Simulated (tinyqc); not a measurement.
# Stacked nanosheet transistor, parasitic resistance, capacitance and delay: what changes with what

Ns sheets share one contact on top; each has perimeter p = 2 (Ws + ts) and cross-section A = Ws ts; contact width Wc = Ws + 10 nm, stack height Hs = Ns pv. Sheet 1 is the top one. Contact length Lc = CPP - Lg - 2 Lsp, shared by two neighbouring gates. Source and drain sides are equal. The formulas are first-order estimates, not field solutions.

Parameters, values chosen for the exercise; values close to those of silicon logic devices: temperature T = 300 K; number of sheets Ns = 3; sheet width Ws = 20 nm; sheet thickness ts = 6 nm; vertical pitch of the sheets pv = 14 nm; vertical resistance between sheet levels rv = 234 ohm; contacted gate pitch CPP = 60 nm; gate length Lg = 14 nm; spacer length Lsp = 4 nm; relative permittivity of the spacer ks = 7; gate height above the channel stack Hc = 20 nm; contact resistivity rc = 1.8e-9 ohm cm^2; resistivity of the source-drain epitaxy re = 0.00021 ohm cm; current-carrying depth of the epitaxy te = 30 nm; resistivity of the extension rx = 0.00068 ohm cm; gate overlap Lov = 0.5 nm; inversion capacitance Cinv = 2.2 uF/cm^2; injection velocity vx = 1e7 cm/s; apparent mobility mu = 280 cm^2/(V s); threshold at zero drain voltage VT = 0.21 V; barrier lowering dl = 0.065 V/V; subthreshold factor n = 1.18; wire load Cw = 0.25 fF; supply voltage Vdd = 0.6 V.

Constants: q = 1.602176634e-19 C, kB = 1.380649e-23 J/K, eps0 = 8.8541878128e-12 F/m, Vt = kB T/q. Results are converted to the units shown.

Each table varies one quantity; the others keep the values above.

## Effect of the contacted gate pitch

Epitaxy sheet resistance Rsh = re/te, transfer length LT = sqrt(rc/Rsh), contact Rc = [sqrt(rc Rsh)/Wc] coth(Lc/(2 LT)); extension of one sheet Rx = rx Lsp/A. With N sheets: gate Cg = Cinv p N Lg; per side, plate Cp = ks eps0 [Wc (Hs + Hc) - N A]/Lsp, top fringe Cf = (2/pi) ks eps0 Wc ln(1 + Lg/(2 Lsp)), overlap Co = Cinv p N Lov. One sheet: I = p Q vx u/(1 + |u|^1.8)^(1/1.8), Q = Cinv n Vt ln(1 + exp((Vg' - VT + dl Vd')/(n Vt))), u = Vd' mu/(vx Lg), Vg' = Vgs - v, Vd' = Vds - 2 v, with the drop on each side v_j = Rc sum I + rv (sum over levels k = 2..j of the current of sheets k..Ns) + Rx I_j. Ieff = [I(Vgs = Vdd, Vds = Vdd/2) + I(Vdd/2, Vdd)]/2, total currents. With Cs = Cp + Cf + Co, the load of an inverter of two such devices driving an equal one is CL = 2 (Cg + 2 Cs) + 4 Cs + Cw (own drains counted twice for the Miller effect); delay CL Vdd/(2 Ieff).

The same in every row: Rx/N (ohm) = 75.56; CL (aF) = 555.3.

Effect of the contacted gate pitch:
```
CPP (nm)  Rc (ohm)  Ieff (uA)  delay (ps)
36           862.6      61.10       2.727
42           607.8      67.01       2.486
48           471.6      70.40       2.367
54           387.4      72.58       2.295
60           330.4      74.10       2.248
66           289.6      75.22       2.215
72           259.1      76.06       2.190
78           235.6      76.73       2.171
```

As CPP goes from 36 to 78 nm, Ieff rises from 61.1 to 76.7 uA, CL stays at 555 aF and the delay falls from 2.73 to 2.17 ps. Only the contact length changes, so the capacitance stays and the pitch acts through Rc.

## Effect of the number of sheets

Same model as above.

The same in every row: Rc (ohm) = 330.4.

Effect of the number of sheets:
```
Ns  Rx/N (ohm)  Ieff (uA)  CL (aF)  delay (ps)
1        226.7      28.13    407.8       4.348
2        113.3      53.17    481.5       2.717
3        75.56      74.10    555.3       2.248
4        56.67      90.27    629.1       2.091
5        45.33      101.2    702.9       2.083
6        37.78      107.6    776.7       2.167
```

What does the table show?

As Ns goes from 1 to 6, Ieff rises from 28.1 to 108 uA, CL rises from 408 to 777 aF and the delay goes from 4.35 through a minimum of 2.08 (at Ns = 5 among the rows listed) to 2.17 ps. From the first row to the last Ieff grows by a factor of 3.82 and CL by 1.90; the first step changes the delay by -38 %, the last by 4.0 %.

Numbers from tinyqc (`OMP_NUM_THREADS=1 python tinyqc.py 2170093 2170094 out.jsonl`; about 0.06 s on one thread of a shared Intel Xeon 2.30GHz).
